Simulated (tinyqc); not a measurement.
Conduction-band offset of an n-N heterojunction from carrier-profile moments: one step of the calculation.

Layer 1 (x < 0) accumulates electrons and layer 2 (x > 0) is depleted. Boltzmann statistics. The bands bend down by V1 in layer 1 and up by V2 in layer 2, with V1 + V2 = VD = dE + Vt ln[(N2/Nc2)/(N1/Nc1)].

Problem. Offset from the moments. A C-V profile smears n(x) but keeps its zeroth and first moments: si = -int (N - n) dx, VD = (q/(eps0 eps_r)) int (N - n) x dx, dE = VD - Vt ln[(N2/Nc2)/(N1/Nc1)]. Use the trapezoidal rule on each side.

Parameters, values chosen for the exercise; values of the order of III-V alloys: temperature T = 350 K; relative permittivity of both layers eps_r = 12.9; density of states of the narrow-gap layer 1 Nc1 = 3.4e17 cm^-3; density of states of the wide-gap layer 2 Nc2 = 1.3e18 cm^-3; conduction-band offset dE = 0.11 eV; donor density in layer 1 N1 = 9.9e15 cm^-3; donor density in layer 2 N2 = 2.1e16 cm^-3; fixed charge at the interface si = 6.4e10 cm^-2.

Constants: q = 1.602176634e-19 C, kB = 1.380649e-23 J/K, Vt = kB T/q, eps0 = 8.8541878128e-14 F/cm where lengths are in cm. Results are converted to the units shown.

```
left point,-x (nm),n in layer 1 (cm^-3)
0,0,6.72796e16
1,1.08,6.31696e16
2,6.53,4.78476e16
3,18.7,3.05534e16
4,39.6,1.92850e16
5,70.8,1.36658e16
6,114,1.12004e16
7,170,1.02688e16
8,240,9.98058e15
9,326,9.91267e15
```

```
right point,x (nm),n in layer 2 (cm^-3)
0,0,6.70529e15
1,14.6,9.72867e15
2,36,1.38263e16
3,61.1,1.72301e16
4,88.8,1.92919e16
5,119,2.03122e16
6,150,2.07354e16
7,184,2.09080e16
8,219,2.09691e16
9,255,2.09900e16
```

Find: si; VD; dE.

Solution.

si = 7.028e10 cm^-2
VD = 0.09181 V
dE = 0.1096 eV

On these few points dE comes out -0.42 meV from the true 0.11 eV, and si misses by 6.3e9 cm^-2, 4.9 % of Q1.

tinyqc, about 0.1 s, one thread, Intel Xeon 2.30GHz (shared host): `OMP_NUM_THREADS=1 python tinyqc.py 2410147 2410148 out.jsonl`
